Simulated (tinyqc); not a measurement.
Thermal stress, cracking, delamination and buckling of a thin film; Griffith cracks and misfitting inclusions: one step, computed by the program tinyqc.

Isotropic linear elasticity; the substrate is much thicker than the film; stress is positive in tension.

Task: Channel cracks and edge delamination. Channel crack through the film: G = pi g G0, critical thickness where G = Gamma_f. Steady delamination from an edge: G = G0, critical thickness where G = Gamma_i.

Inputs (values chosen for the exercise, modelled on a tungsten film on silicon):
```
quantity                     value        unit
deposition temperature T_d    1000           K
final temperature T            300           K
film thickness h               1.9  micrometre
film toughness Gamma_f        14.2       J/m^2
interface toughness Gamma_i    4.9       J/m^2
```

factor g = 1.849009

G0 = 0.3846265 J/m^2

Give: driving force for channelling; critical thickness for channelling; critical thickness for delamination.

Result:

driving force for channelling = 2.2342 J/m^2

critical thickness for channelling = 12.076 micrometre

critical thickness for delamination = 24.205 micrometre

As the film thickens, channel cracking comes first. At h the film is safe against both.
